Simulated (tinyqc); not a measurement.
Inside a calculation. Method: inverse iteration on a symmetric matrix. Computed by tinyqc, a small Python program that keeps every step. Settings: method = inverse, shift = 1.43. Command: `OMP_NUM_THREADS=1 python tinyqc.py 22088 22089 out.jsonl` (the two numbers bound the seeds that draw the settings). One thread of a shared host (Intel(R) Xeon(R) Processor @ 2.60GHz), about 0.01 s of CPU time with the checks.

A:
$$\begin{pmatrix}
1.9560 & -1.4940 & -0.6990 & -2.2300 \\
-1.4940 & 2.0590 & -0.8750 & 0.1020 \\
-0.6990 & -0.8750 & 2.5000 & -0.5770 \\
-2.2300 & 0.1020 & -0.5770 & 3.4420
\end{pmatrix}$$

Stop when the residual |A v - lambda v| is below 1e-9.

Steps:
```
step     lambda  residual
1     -0.332183  1.15e+00
2      0.286529  1.49e+00
3      1.465734  1.38e+00
4      2.107271  7.21e-01
5      2.246178  3.00e-01
6      2.267691  1.20e-01
7      2.270628  4.83e-02
8      2.270967  1.97e-02
9      2.270989  8.27e-03
10     2.270984  3.59e-03
11     2.270980  1.63e-03
12     2.270979  7.70e-04
13     2.270979  3.78e-04
14     2.270979  1.90e-04
15     2.270979  9.74e-05
16     2.270979  5.05e-05
17     2.270979  2.63e-05
18     2.270979  1.38e-05
19     2.270979  7.22e-06
20     2.270979  3.79e-06
21     2.270979  1.99e-06
22     2.270979  1.05e-06
23     2.270979  5.50e-07
24     2.270979  2.89e-07
25     2.270979  1.52e-07
26     2.270979  7.99e-08
27     2.270979  4.20e-08
28     2.270979  2.21e-08
29     2.270979  1.16e-08
30     2.270979  6.10e-09
```

Can the last value be used, and what does the course show?

Not by the stop rule, although the second column moves by less than 1e-07 over the last three steps. Not converged in 30 steps: the residual falls only by the ratio of the two smallest distances of eigenvalues from the shift, 0.53 a step. all eigenvalues, for comparison: [-0.7206, 2.2710, 3.0296, 5.3771].
